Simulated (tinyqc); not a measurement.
Interface traps from C-V curves, high-low and Terman methods: two steps of the calculation.

MOS capacitor on an n-type substrate; psi is the band bending, negative in depletion; only majority carriers are counted. At the bending psi the Fermi level lies y = xi - psi below the conduction edge at the surface, xi = Vt ln(Nc/Nd). Dit(y) = D0 + D1 exp(-y/E1); traps fill up to the Fermi level, follow the bias and a slow signal, and do not follow a fast one. V is the gate voltage from flat band.

Constants: q = 1.602176634e-19 C. Results are converted to the units shown.

Problem 1. High-low extraction. q Dit = (1/C_LF - 1/Cox)^(-1) - (1/C_HF - 1/Cox)^(-1) at each point.

```
point  C_HF (nF/cm^2)  C_LF (nF/cm^2)
0           66.877353       210.86978
1           70.292998       214.64478
2           74.357303       218.97025
3           79.313989       223.87288
4           85.551747       229.36471
5           93.714422       235.44492
6           104.88237       242.10893
7           120.78170       249.36603
8           143.67944       257.25605
```

Cox = 313.92120 nF/cm^2

Wanted: Dit by high-low.

Solution 1.

Dit by high-low, point 0 to 8 (cm^-2 eV^-1): [3.479e12, 3.671e12, 3.910e12, 4.209e12, 4.581e12, 5.045e12, 5.623e12, 6.343e12, 7.242e12]

Problem 2. Terman extraction. psi at each point follows from C_HF and the ideal curve. Dit = (Cox/q) d(V - V0)/dpsi by central differences over the two neighbours.

```
point      psi (V)       V0 (V)       V (V)
0      -0.38000000  -0.56941102  -1.5756305
1      -0.33812500  -0.51583889  -1.4457303
2      -0.29625000  -0.46144083  -1.3104123
3      -0.25437500  -0.40601330  -1.1683405
4      -0.21250000  -0.34925472  -1.0178019
5      -0.17062500  -0.29069007  -0.8565622
6      -0.12875000  -0.22951594  -0.6816246
7      -0.08687500  -0.16426810  -0.4887908
8      -0.04500000  -0.09209010  -0.2717963
```

Cox = 313.92120 nF/cm^2

Wanted: Dit by Terman.

Solution 2.

Dit by Terman, point 1 to 7 (cm^-2 eV^-1): [3.6788e12, 3.9202e12, 4.2210e12, 4.5961e12, 5.0636e12, 5.6464e12, 6.3729e12]

The differences overstate the curved tail; the largest error is 0.47 %, at point 7.

Range of the model: In a narrow-gap semiconductor minority carriers respond as well once the bending nears the inversion point; they are left out.

Program tinyqc, `OMP_NUM_THREADS=1 python tinyqc.py 2030011 2030012 out.jsonl`; Intel Xeon 2.30GHz, shared host, one thread, about 0.01 s.
